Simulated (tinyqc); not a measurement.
Film and buried-oxide thickness from two coupling ratios.

Question. In a depleted film -dVT/dVb is k1 = Cs Cbox/(Cox (Cs + Cbox)) for a front channel and k2 = Cbox (Cox + Cs)/(Cox Cs) for a back channel, with Cox = eps0 eox/tox, Cs = eps0 eps_r/ts, Cbox = 3.9 eps0/tb. Find ts and tb.

Inputs (values chosen for the exercise); band and dielectric values those of a made-up semiconductor: relative permittivity eps_r = 13; relative permittivity of the gate insulator (close to silicon dioxide) eox = 3.9; insulator thickness tox = 1.6 nm.

coupling ratios for a front and a back channel: 0.024316109  0.16206897

Answer. With y = Cox/Cs and z = Cox/Cbox, 1/k1 = y + z and k2 = (1 + y)/z, so y = (k2/k1 - 1)/(1 + k2); the thicknesses follow from y and z.

ts = 26.0 nm
tb = 58.0 nm

Numbers from tinyqc (`OMP_NUM_THREADS=1 python tinyqc.py 2190114 2190115 out.jsonl`; about 0.5 s on one thread of a shared Intel Xeon 2.30GHz).
